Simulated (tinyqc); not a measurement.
Monte Carlo simulation of one carrier in a uniform electric field: one step, computed by the program tinyqc. Command: `OMP_NUM_THREADS=1 python tinyqc.py 3008918 3008919 out.jsonl mcfl walk`. One thread of a shared host (Intel(R) Xeon(R) Processor @ 2.30GHz), about 2 s of CPU time with the checks.

The force e F acts along +z. Flights end at the constant total rate Gamma; the part of Gamma that the real rates do not fill is self-scattering, which leaves k unchanged. One valley, no impurities and no intervalley scattering.

Task: Flight 2. Kane band: hbar^2 k^2/(2 m) = E (1 + alpha E), speed v = hbar k/(m (1 + 2 alpha E)), states per spin, volume and energy g(E) = m k (1 + 2 alpha E)/(2 pi^2 hbar^2); overlap factors are set to 1. Masses are multiplied by m_0 and all formulas are in SI units. Flight: t = -ln(r1)/Gamma; k_z grows by e F t/hbar; E follows from the band; dz = (E_end - E_start)/(e F). Use row 2 of the random numbers.

Inputs (values chosen for the exercise, modelled on GaSb):
```
quantity                 value   unit
effective mass m        0.0396    m_0
non-parabolicity alpha     1.1   1/eV
lattice temperature T      300      K
electric field F         0.045  kV/cm
```

Crystal: polar. Band: Kane.

k after event 1, the start of the next flight (1/nm): -0.3093462  0.0013351  0.1089842

Random numbers (0.02 to 0.98, from up to 60 sets tried for early real events), one row a flight:
```
       r1      r2      r3      r4
1  0.3928  0.4719  0.7221  0.4142
2  0.1955  0.3528  0.4445  0.3495
3  0.6325  0.5109  0.8328  0.2186
4  0.8375  0.2100  0.2427  0.6977
5  0.1399  0.0728  0.6880  0.4622
6  0.3429  0.5603  0.4452  0.5753
7  0.7396  0.8422  0.1940  0.1691
```

Gamma = 7.287177 1e12/s

Constants: e = 1.602176634e-19 C; hbar = 1.054571817e-34 J s; m_0 = 9.1093837015e-31 kg.

Give: flight time t; k at the end of the flight; energy at the end; displacement dz.

Result:

flight time t = 224.0 fs

k at the end of the flight (1/nm): -0.3093  0.0013  0.1105

energy at the end = 94.09 meV

displacement dz = 59.55 nm
